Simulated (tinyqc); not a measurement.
Changing the equivalent oxide thickness t: ballistic transport through the one-dimensional subbands of a rectangular nanowire or nanosheet channel. Computed by tinyqc, a small Python program. Command: `OMP_NUM_THREADS=1 python tinyqc.py 3024044 3024045 out.jsonl wire sweep`. One thread of a shared host (Intel(R) Xeon(R) Processor @ 2.30GHz), about 0.07 s of CPU time with the checks.

Hard walls, parabolic subbands, transport along x. Energies are counted from the bulk conduction band edge at the top of the barrier, which the gate pulls down by U; the source Fermi level lies at the bulk edge when U = 0.

Inputs (values chosen for the exercise, modelled on GaAs): mass m = 0.066 m_0; height a = 7.9 nm; width b = 11 nm; gate voltage above flat band V_G = 0.55 V; drain voltage V_D = 0.05 V; temperature T = 300 K.

Valleys: single isotropic valley.

Constants: hbar^2/(2 m_0) = 3.80998212 eV angstrom^2; k_B = 8.617333262e-05 eV/K; m_0 = 9.1093837015e-31 kg; k_B = 1.380649e-23 J/K; hbar = 1.054571817e-34 J s; eps_0 = 8.8541878128e-12 F/m; e = 1.602176634e-19 C; h = 6.62607015e-34 J s.

Method:
- E_pq = (hbar^2 pi^2/2)(p^2/(m_y b^2) + q^2/(m_z a^2)); m_x = m_y = m_z = m, degeneracy g = 1; the 10 lowest subbands are kept.
- F_j(eta) = (1/Gamma(j + 1)) int_0^infinity x^j/(1 + exp(x - eta)) dx, F_0 = ln(1 + exp(eta)). Integrals over x = E/(k_B T) use 160 Gauss-Legendre points in u = sqrt(x) from 0 to sqrt(max(eta, 0) + 32).
- With degeneracy g = 1, eta_i = (U - E_i)/(k_B T) and u = e V_D/(k_B T): line density n = sum_i g sqrt(2 m_x k_B T/pi)/(2 hbar) [F_-1/2(eta_i) + F_-1/2(eta_i - u)]; gate: e n = C_ox (V_G - U/e), C_ox = 3.9 eps_0 2 (a + b)/t (flat-plate estimate); I = (2 e k_B T/h) sum_i g [F_0(eta_i) - F_0(eta_i - u)].

One run for each value:
```
equivalent oxide thickness t (nm)  ballistic current I (microampere)  line density n (1/nm)  U (meV)
0.40                                                           12.10                  1.069    497.5
0.57                                                           11.44                  0.993    480.5
0.82                                                           10.63                  0.903    459.2
1.20                                                            9.57                  0.798    432.4
1.70                                                            8.59                  0.698    404.3
2.40                                                            7.82                  0.598    373.7
5.00                                                            5.92                  0.395    307.3
```

Give the missing row, equivalent oxide thickness t (nm) = 3.50.

Computed row:
```
equivalent oxide thickness t (nm)  ballistic current I (microampere)  line density n (1/nm)  U (meV)
3.50                                                            6.98                  0.491    339.2
```

Interpolating between the two neighbouring rows (the first column on a logarithmic scale, the others too where they are positive) misses most in ballistic current I (microampere), by 3.0 %. Over the rows, ballistic current I (microampere) falls from 12.1 to 5.92 (exponent d ln y / d ln x -0.16 between the first rows and -0.46 between the last); line density n (1/nm) falls from 1.07 to 0.395 (exponent d ln y / d ln x -0.21 between the first rows and -0.61 between the last); U (meV) falls from 498 to 307 (exponent d ln y / d ln x -0.098 between the first rows and -0.28 between the last). Thinning the oxide by a factor 12.5 raises n by 2.70 and the current by 2.04. The charge lags because part of V_G goes into U (quantum capacitance and subband energy). The current lags the charge, since it counts the modes open within the bias window, not the carriers.
